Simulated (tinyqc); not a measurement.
# Changing the channel length L

Model: lateral field, substrate current, probability of reaching the oxide barrier and hot-carrier lifetime of a silicon transistor (pseudo-two-dimensional and lucky-electron models). Computed by tinyqc, a small Python program. Command: `OMP_NUM_THREADS=1 python tinyqc.py 3013053 3013054 out.jsonl hotcar sweep`. One thread of a shared host (Intel(R) Xeon(R) Processor @ 2.30GHz), about 0.01 s of CPU time with the checks.

Local-field models: a lucky carrier gains its energy at the peak field over a path free of collisions. Voltages are magnitudes.

Inputs (values chosen for the exercise, modelled on a silicon p-channel):
```
quantity                             value                      unit
oxide thickness t                       12                        nm
junction depth x_j                     100                        nm
mobility mu                            110                cm^2/(V s)
saturation velocity v_s               0.65                  1e7 cm/s
threshold voltage V_T                 0.53                         V
gate voltage V_G                       2.3                         V
drain voltage V_D                      5.1                         V
ionisation prefactor A_i           8.3e+06                      1/cm
ionisation field B_i                  3.71                     MV/cm
hot-carrier mean free path lambda      4.5                        nm
oxide barrier phi_b                    4.6                        eV
interface-trap threshold phi_it        4.6                        eV
lifetime constant H                     30  s microampere/micrometre
```

Drain: abrupt.

Constants: eps_0 = 8.8541878128e-12 F/m.

Method:
- C_ox = 3.9 eps_0/t; F_sat = 2 v_s/mu; V_Dsat = V_ov F_sat L/(V_ov + F_sat L), V_ov = V_G - V_T; I_D/W = C_ox v_s (V_ov - V_Dsat).
- Scale length l = 0.22 t^(1/3) x_j^(1/2) (all in cm); F_m = sqrt(((V_D - V_Dsat)/l_e)^2 + F_sat^2), with l_e = l; length of the velocity-saturated region l_e ln((V_D - V_Dsat)/(l_e F_sat) + F_m/F_sat).
- Substrate current I_sub/I_D = (A_i/B_i)(V_D - V_Dsat) exp(-B_i/F_m); probability of reaching the oxide barrier exp(-phi_b/(e lambda F_m)); lifetime tau = (H/(I_D/W)) exp(phi_it/(e lambda F_m)).

One run for each value; columns: (1) channel length L (nm); (2) substrate current I_sub/W (microampere/micrometre); (3) peak field F_m (kV/cm); (4) V_Dsat (V); (5) lifetime tau (s):
```
(1)      (2)     (3)     (4)         (5)
210   1.7164  562.65  1.0332  1.6907e+07
300   1.0445  543.17  1.1806  4.0555e+07
430   0.6243  525.73  1.3128  9.7575e+07
610   0.3801  511.47  1.4211  2.1994e+08
870   0.2332  499.77  1.5100  4.7133e+08
1200  0.1525  491.42  1.5736  8.8307e+08
1800  0.0917  483.49  1.6340  1.7944e+09
```

Describe and explain the trends.

Over the rows, substrate current I_sub/W (microampere/micrometre) falls from 1.72 to 0.0917 (exponent d ln y / d ln x -1.4 between the first rows and -1.3 between the last); peak field F_m (kV/cm) falls from 563 to 483 (exponent d ln y / d ln x -0.099 between the first rows and -0.040 between the last); V_Dsat (V) rises from 1.03 to 1.63 (exponent d ln y / d ln x 0.37 between the first rows and 0.093 between the last). At fixed t and x_j a shorter channel lowers V_Dsat, leaving more voltage for the pinch-off region, and carries more current. Left out: 150 (the saturated region would fill the channel).

Caution (all rows): the empirical formula for l was fitted to oxides of about 15 nm or more; for thinner ones it is an extrapolation. Caution (rows 210): the saturated region fills most of the channel, so the split into two regions is rough.

Extremes, crossings and ranges named in words are read from the listed rows.
